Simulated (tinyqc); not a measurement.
Dopants and charged point defects at anneal temperature: Fermi-level effect, clustering and pairing: one step, computed by the program tinyqc. Command: `OMP_NUM_THREADS=1 python tinyqc.py 3008893 3008894 out.jsonl pairing walk`. One thread of a shared host (Intel(R) Xeon(R) Processor @ 2.30GHz), about 0.01 s of CPU time with the checks.

Boltzmann statistics and full ionisation of active dopants. Energies are counted from the valence band; the defect (a vacancy or self-interstitial) has five charge states, with all degeneracy factors one.

Question. The host at the anneal temperature. E_g = E_g0 - alpha T^2/(T + beta). N_c = 2 M_c (2 pi m_e k_B T/h^2)^(3/2) and N_v = 2 (2 pi m_h k_B T/h^2)^(3/2), masses in units of m_0. n_i = sqrt(N_c N_v) exp(-E_g/2 k_B T); E_i = E_g/2 + (k_B T/2) ln(N_v/N_c).

Inputs (values chosen for the exercise, with bands modelled on germanium):
```
quantity,value,unit
gap at 0 K E_g0,0.75,eV
Varshni alpha,0.000463,eV/K
Varshni beta,238,K
electron mass m_e,0.226,m_0
valleys M_c,4,-
hole mass m_h,0.345,m_0
anneal temperature T,840,K
```

Dopant: donor. Second part: pairing with a mobile impurity.

Constants: m_0 = 9.1093837015e-31 kg; k_B = 1.380649e-23 J/K; h = 6.62607015e-34 J s; k_B = 8.617333262e-05 eV/K.

Give: E_g; k_B T; n_i; E_i; effective density of states N_b of the majority band.

Answer.

E_g = 0.44695 eV

k_B T = 0.072386 eV

n_i = 1.5831e+18 cm^-3

E_i = 0.19626 eV

effective density of states N_b of the majority band = 5.0528e+19 cm^-3
